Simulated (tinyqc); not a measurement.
Worked calculation: decay of LO phonons and the hot-phonon bottleneck in the cooling of electrons. Computed by tinyqc, a small Python program that keeps every step. Command: `OMP_NUM_THREADS=1 python tinyqc.py 3002531 3002532 out.jsonl hotphonon walk`. One thread of a shared host (Intel(R) Xeon(R) Processor @ 2.30GHz), about 0.01 s of CPU time with the checks. Intermediate numbers are printed to about 6 digits and carried at full precision; extremes and crossings named in words are read from the listed rows.

n(E, T) = 1/(exp(E/(k_B T)) - 1) is the Bose occupation. Electrons have a temperature T_e; the LO modes within their reach share one occupation N; the decay products stay at the lattice temperature.

Inputs (values chosen for the exercise, modelled on gallium nitride):

| quantity | value | unit |
|---|---|---|
| LO energy hbar omega | 93.2 | meV |
| lifetime at T = 0, tau_0 | 2.8 | ps |
| share f of the energy in the softer product | 0.24 | - |
| lattice temperature T | 300 | K |
| electron mass m* | 0.191 | m_0 |
| eps_inf | 5.4 | - |
| static dielectric constant eps_s | 9.47 | - |
| electron density n | 1.7e+17 | 1/cm^3 |
| density of LO modes that the electrons reach, N_m | 9.7e+18 | 1/cm^3 |
| power supplied per electron P | 3.9 | nW |
| step factor | 0.6 | - |

Decay channel: two unequal phonons (Ridley).

Constants: k_B = 8.617333262e-05 eV/K; c = 299792458 m/s; e^2/(4 pi eps_0) = 14.39964548 eV angstrom; hbar^2/(2 m_0) = 3.80998212 eV angstrom^2; hbar = 6.582119569e-16 eV s; e = 1.602176634e-19 C; k_B = 1.380649e-23 J/K.

## Lifetime and Raman width

Decay rate 1/tau = (1/tau_0) [1 + n(f hbar omega) + n((1 - f) hbar omega)]. Full width Gamma = 1/(2 pi c tau) in 1/cm, c in cm/s.

thermal factor tau_0/tau = 1.79601

phonon lifetime tau = 1.55901 ps

Raman width Gamma = 3.40526 1/cm

equilibrium LO occupation N_0 = 0.0279433

Stimulated decay shortens the lifetime by 44 %.

## Spontaneous emission time

Froehlich coupling alpha = (e^2/(4 pi eps_0)) (1/eps_inf - 1/eps_s) k_0/(2 hbar omega), k_0 = sqrt(m* hbar omega/(hbar^2/(2 m_0))); emission time tau_sp = hbar/(2 alpha hbar omega); bottleneck ratio r = (n/N_m) tau/tau_sp.

alpha = 0.420262

emission time tau_sp = 8.40234 fs

bottleneck ratio r = 3.25182

r compares the rate at which electrons exchange quanta with a mode to its decay rate. Exchange outruns decay, so a hot population builds up if the power is high enough.

## Electron and phonon temperatures in closed form

Net emission per electron: [(N + 1) x - N]/tau_sp with x = exp(-hbar omega/(k_B T_e)), a simple two-level balance; steady state of the modes: n [(N + 1) x - N]/tau_sp = N_m (N - N_0)/tau; power per electron P = hbar omega [(N + 1) x - N]/tau_sp. With p = P tau_sp/(hbar omega): N = N_0 + r p and x = (p + N)/(N + 1); without hot phonons N = N_0. The mode temperature T_LO solves n(hbar omega, T_LO) = N.

reduced power p = 0.00219451

LO occupation N = 0.0350795

electron temperature T_e = 325.379 K

T_e without hot phonons = 306.426 K

mode temperature T_LO = 319.546 K

Hot phonons raise T_e by 19 K. T_LO lies between the lattice and the electrons.

## The same balance by iteration

Eliminating N gives P(T_e) = (hbar omega/tau_sp) [(N_0 + 1) x - N_0]/[1 + r (1 - x)]. Newton steps on ln P against ln T_e, times the step factor, each limited to 0.7 in ln T_e and to keeping a fifth of T_e - T; start at 1.5 T; stop when |ln(P/P(T_e))| < 1e-9 or after 40 steps.

Iterations:

| step | T_e (K) | P(T_e) (nW) | ln(P/P(T_e)) |
|---|---|---|---|
| 0 | 450.000 | 29.1824 | -2.01259e+00 |
| 1 | 330.000 | 4.6643 | -1.78955e-01 |
| 2 | 327.017 | 4.1691 | -6.67122e-02 |
| 3 | 326.007 | 4.0028 | -2.60227e-02 |
| 4 | 325.626 | 3.9404 | -1.03091e-02 |
| 5 | 325.478 | 3.9161 | -4.10800e-03 |
| 6 | 325.419 | 3.9064 | -1.64072e-03 |
| 7 | 325.395 | 3.9026 | -6.55892e-04 |
| 8 | 325.386 | 3.9010 | -2.62294e-04 |
| ... | ... | ... | ... |
| 14 | 325.380 | 3.9000 | -1.07418e-06 |
| 15 | 325.379 | 3.9000 | -4.29673e-07 |
| 16 | 325.379 | 3.9000 | -1.71869e-07 |
| 17 | 325.379 | 3.9000 | -6.87476e-08 |
| 18 | 325.379 | 3.9000 | -2.74991e-08 |
| 19 | 325.379 | 3.9000 | -1.09996e-08 |
| 20 | 325.379 | 3.9000 | -4.39985e-09 |
| 21 | 325.379 | 3.9000 | -1.75994e-09 |
| 22 | 325.379 | 3.9000 | -7.03976e-10 |

converged (1 yes, 0 no) = 1

T_e from the iteration = 325.379 K

Converged at step 22.

## Energy relaxation with and without hot phonons

P(T_e) = (hbar omega/tau_sp) [(N_0 + 1) x - N_0]/[1 + r (1 - x)], and r = 0 without hot phonons; energy relaxation time tau_E = (3/2) k_B (T_e - T)/P.

Cooling:

| T_e (K) | P, cold phonons (nW) | P, hot phonons (nW) | ratio | tau_E (ps) | N |
|---|---|---|---|---|---|
| 330 | 19.2594 | 4.66427 | 4.12914 | 0.133202 | 0.0364779 |
| 380 | 56.4178 | 13.8858 | 4.06299 | 0.119315 | 0.0533513 |
| 450 | 115.499 | 29.1824 | 3.95783 | 0.106450 | 0.0813408 |
| 600 | 251.537 | 67.6961 | 3.71567 | 0.0917766 | 0.151813 |
| 800 | 423.014 | 124.035 | 3.41044 | 0.0834834 | 0.254901 |
| 1100 | 633.762 | 208.797 | 3.03530 | 0.0793486 | 0.409997 |
| 1600 | 879.581 | 338.596 | 2.59773 | 0.0795125 | 0.647502 |
| 2300 | 1091.84 | 491.840 | 2.21990 | 0.0842132 | 0.927905 |

Reabsorption cuts the loss by a factor 4.13 at the lowest T_e and 2.22 at the highest; the factor is 1 + r (1 - x) with r = 3.25. tau_E runs from 0.13 to 0.084 ps, with its shortest value, 0.079 ps, at T_e = 1100 K, against tau_sp = 8.4 fs and a phonon lifetime of 1.6 ps. Pauli blocking is left out, as are upper valleys and non-parabolic bands, which can matter above about 1000 K.

Checks made by the program: iteration against the closed form (relative difference below 1e-10).
